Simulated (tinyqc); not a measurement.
A double barrier with mass mismatch, transfer matrices: one step of the calculation.

One electron of energy E comes from the left lead (band edge 0); no transverse momentum. Parabolic bands, masses in units of m0, C = hbar^2/(2 m0); psi and psi'/m are continuous at every interface. Barrier d1, well Lw, barrier d2; the right lead equals the left one.

Problem. Transmission and reflection. The matrix M carries (psi, psi'/m) across the stack, and v = k/m in each lead. psi = 1 + r at the left edge (incident amplitude 1) and t at the right edge. With det M = 1, a = i vR M11 - M21 and b = -vL vR M12 - i vL M22: t = 2 i vL/(a - b), r = -(a + b)/(a - b), T(E) = (vR/vL) |t|^2, R(E) = |r|^2.

M:
```
           1           2
1  2.9456108  0.47115287
2  16.293275   2.9456108
```

vL = 5.0196582 1/nm
vR = 5.0196582 1/nm

Give: t; r; T(E); R(E).

Solution.

t = 0.3321-0.0497i
r = -0.1393-0.9316i
T(E) = 0.1127
R(E) = 0.8873

T(E) + R(E) = 1: the current is conserved.

Program tinyqc, `OMP_NUM_THREADS=1 python tinyqc.py 2560020 2560021 out.jsonl`; Intel Xeon 2.30GHz, shared host, one thread, about 0.03 s.
